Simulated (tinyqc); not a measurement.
Standing waves and exposure in a photoresist film: sweeps and comparisons. A value that a table varies takes the place of the one given here.

Normal incidence from air. Unexposed resist: N1 = n1 + i k1 with k1 = (A + B) lam/(4 pi), lam in micrometres. r01 = (1 - N1)/(1 + N1), t01 = 2/(1 + N1). Substrate Ns = ns + i ks: r12 = (N1 - Ns)/(N1 + Ns). With p = exp(2 pi i N1 d/lam), the field at depth z is E(z) = t01 [exp(2 pi i N1 z/lam) + r12 p^2 exp(-2 pi i N1 z/lam)]/(1 + r01 r12 p^2), the relative intensity I(z) = n1 |E(z)|^2 and the reflectance R = |(r01 + r12 p^2)/(1 + r01 r12 p^2)|^2.

Parameters, chosen for this exercise (a resist on Si, indices near tabulated ones; shifted at random, so the results belong to these values and not to a real crystal):
- lam = 365 nm (vacuum wavelength)
- n1 = 1.727 (resist index)
- A = 0.78 1/micrometre (bleachable absorption (Dill A))
- B = 0.1 1/micrometre (fixed absorption (Dill B))
- d = 706 nm (resist thickness)
- ns = 6.433 (substrate n)
- ks = 2.706 (substrate k)

## Swing of the coupled dose with resist thickness

The mean of I is taken over 800 depths; the relative dose to clear is taken as 1/(mean of I over the lowest period, 60 depths), scaled to 1 in the first row.

Swing:

| d (nm) | R | mean I | relative dose |
|---|---|---|---|
| 706.0 | 0.1425 | 0.8831 | 1.000 |
| 723.6 | 0.2695 | 0.7406 | 1.193 |
| 741.2 | 0.2962 | 0.6999 | 1.249 |
| 758.8 | 0.2115 | 0.7708 | 1.128 |
| 776.4 | 0.0601 | 0.9084 | 0.968 |
| 794.1 | 0.0092 | 0.9502 | 0.945 |
| 811.7 | 0.1268 | 0.8294 | 1.100 |
| 829.3 | 0.2462 | 0.7060 | 1.295 |
| 846.9 | 0.2715 | 0.6709 | 1.352 |
| 864.5 | 0.1913 | 0.7335 | 1.232 |
| 882.1 | 0.0519 | 0.8507 | 1.074 |
| 899.7 | 0.0062 | 0.8846 | 1.052 |
| 917.3 | 0.1133 | 0.7819 | 1.209 |

What can be read from the table?

The period is 105.7 nm, six rows. The relative dose swings between 0.945 and 1.352, a ratio (max - min)/mean of 0.357, against the estimate 4 sqrt(|r01|^2 |r12|^2) exp(-(A + B) d) = 0.361 for the oscillating part alone; the ratio from the table also holds the slow rise from absorption, 20.9 % over two periods, so the two are not strictly comparable. The dose is least sensitive to thickness at an extremum; the lowest dose listed is at 794.1 nm.

## What moves the exposure

The mean of I is over 800 depths. Each row changes one parameter from the base and keeps the others.

Results:

| case | \|r12\|^2 | R | mean I | I at the bottom |
|---|---|---|---|---|
| base | 0.3961 | 0.1425 | 0.8831 | 0.0829 |
| d = 716 nm | 0.3961 | 0.2246 | 0.7920 | 0.0742 |
| n1 = 1.744 | 0.3925 | 0.2051 | 0.8163 | 0.0780 |
| B = 0.3 1/micrometre | 0.3955 | 0.1182 | 0.8062 | 0.0717 |
| ks = 2.435 | 0.3848 | 0.1376 | 0.8802 | 0.0847 |
| ns = 7.076 | 0.4214 | 0.1437 | 0.8986 | 0.0727 |

What can be read from the table?

The largest shifts from the base row, up to three for each result and ties (the steps differ in size, so this ranks the rows, not the parameters). |r12|^2: ns +0.0252, ks -0.0113, n1 -0.0036; unchanged at the printed digits by d. R: d +0.0821, n1 +0.0627, B -0.0243. mean I: d -0.0911, B -0.0769, n1 -0.0668. I at the bottom: B -0.0112, ns -0.0102, d -0.0087.

Run: tinyqc, `OMP_NUM_THREADS=1 python tinyqc.py 1681377 1681378 out.jsonl`; Intel(R) Xeon(R) Processor @ 2.30GHz, one thread, shared host; about 0.01 s of CPU time with all checks.
